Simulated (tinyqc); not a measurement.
Special k points of the fcc lattice: sweeps and comparisons. A value that a table varies takes the place of the one given here.

Lattice vectors in units of a: a1 = (0, 1/2, 1/2), a2 = (1/2, 0, 1/2), a3 = (1/2, 1/2, 0); reciprocal vectors b_i with a_i . b_j = 2 pi delta_ij. Mesh: k = sum_i f_i b_i with f_i = (2 j_i + shift)/(2 N), j_i = 0 .. N-1. The point group of the lattice has 48 operations; only those that map the mesh onto itself are used.

A_m(k) = sum over the m-th star of lattice vectors R of cos(k . R), stars in order of length: m = 1: |R|^2 = 0.5, 12 vectors, such as (1, 0, 0) in the basis a_i; m = 2: |R|^2 = 1, 6 vectors, such as (1, 1, -1) in the basis a_i; m = 3: |R|^2 = 1.5, 24 vectors, such as (2, 0, -1) in the basis a_i; m = 4: |R|^2 = 2, 12 vectors, such as (2, 0, 0) in the basis a_i; m = 5: |R|^2 = 2.5, 24 vectors, such as (2, 1, -1) in the basis a_i; m = 6: |R|^2 = 3, 8 vectors, such as (3, -1, -1) in the basis a_i. The zone mean of every A_m is zero.

Test function, the lower band of a two-band insulator: E(k) = -sqrt(D^2 + (e0 - t A_1(k))^2).

Values chosen for the exercise: D = 2.01 eV (half gap term); t = 0.5 eV (coupling); e0 = 2.04 eV (offset); N = 3 (points along each reciprocal vector); shift = 0 (half steps).

## Mesh size and shift

Errors of the mean of E against the unshifted mesh with N = 24. The fifth column is |R|^2 of the shortest star with a non-zero mean.

Meshes:
```
mesh       points  irreducible  operations  |R|^2 missed  error (meV)
1 Gamma         1            1          48          0.50    -1186.264
1 shifted       1            1          12          1.00      390.787
2 Gamma         8            3          48          2.00     -424.545
2 shifted       8            2          12          4.00      -35.529
3 Gamma        27            4          48          4.50       27.822
3 shifted      27            6          12          9.00        5.085
4 Gamma        64            8          48          8.00        1.175
4 shifted      64           10          12         16.00       -0.714
5 Gamma       125           10          48         12.50       -2.359
5 shifted     125           19          12           >16        0.122
6 Gamma       216           16          48           >16        0.817
6 shifted     216           28          12           >16       -0.027
```

reference mean = -3.25465 eV

What does this show, and why?

The shifted mesh has the smaller error for 6 of 6 values of N and the larger for 0. The cheapest mesh within 1 meV is 4 shifted, with 10 irreducible points. A mesh misses the lattice vectors N (n1 a1 + n2 a2 + ...); the half shift gives each the sign (-1)^(n1 + n2 + ...), so the 12 shortest ones add up to 0 in place of 12: they cancel. The shift lowers the symmetry; it leaves more irreducible points for N = 3, 4, 5 and 6; it leaves fewer irreducible points for N = 2.

## Gap and mesh density

D takes the values listed; errors against the unshifted mesh with N = 30, for unshifted meshes.

Errors (meV):
```
D (eV)  reference (eV)     N = 2   N = 4   N = 6   N = 8
0.2            -2.4428  -594.612  15.383  10.449  -3.486
0.4            -2.4801  -579.234   9.798  10.246  -2.167
0.8            -2.6049  -540.125   4.713   6.511  -0.767
1.5            -2.9416  -469.871   1.837   2.005  -0.129
2.5            -3.5940  -386.391   0.876   0.355  -0.014
4.0            -4.7837  -296.912   0.478   0.037  -0.001
```

What can be read from the table?

The first listed N from which the error stays below 0.5 meV is none for D = 0.2, none for D = 0.4, none for D = 0.8, 8 for D = 1.5, 6 for D = 2.5, 4 for D = 4 eV. A larger D makes the function smoother, so its Fourier coefficients fall faster with |R|.

## One point for the whole zone

The mean-value (Baldereschi) point is taken at k = (2 pi/a) (0.6223, 0.2953, 0), that is f = (0.1477, 0.3111, 0.4588); the reference is the mesh with N = 24.

Single points:
```
point                     A_1     A_2     A_3     A_4   E (eV)
Gamma                  12.000   6.000  24.000  12.000  -4.4409
mean-value point        0.000   0.000  -4.405  -3.192  -2.8638
zone-face centre b1/2   0.000  -6.000   0.000  12.000  -2.8639
```

reference mean = -3.2546 eV

How do the results move?

The mean-value point makes A_1 and A_2 vanish. Its error is +391 meV, against -1186 meV at Gamma and +391 meV at b1/2. E is not linear in A_1; its powers hold sums of nearest vectors and a non-zero mean, so this point is not exact. A_1 has the same value at b1/2, and E depends on A_1 alone, so this test cannot tell the two points apart.

## What moves the zone average

Mean of E over the mesh, and its error against the unshifted mesh with N = 24. Each row changes one parameter from the base and keeps the others.

Results:
```
case          mean (eV)  error (meV)  irreducible points
base            -3.2268        27.82                   4
N = 4           -3.2535         1.17                   8
shift = 1       -3.2496         5.09                   6
D = 1.407 eV    -2.8459        43.95                   4
t = 0.65 eV     -3.4442        67.27                   4
```

What can be read from the table?

The largest shifts from the base row, up to three for each result and ties (the steps differ in size, so this ranks the rows, not the parameters). mean (eV): D +0.3809, t -0.2173, N -0.0266. error (meV): t +39.45, N -26.65, shift -22.74. irreducible points: N +4, shift +2; unchanged at the printed digits by D and t.

tinyqc: `OMP_NUM_THREADS=1 python tinyqc.py 1680763 1680764 out.jsonl`; about 0.1 s, one thread, shared Intel(R) Xeon(R) Processor @ 2.30GHz.
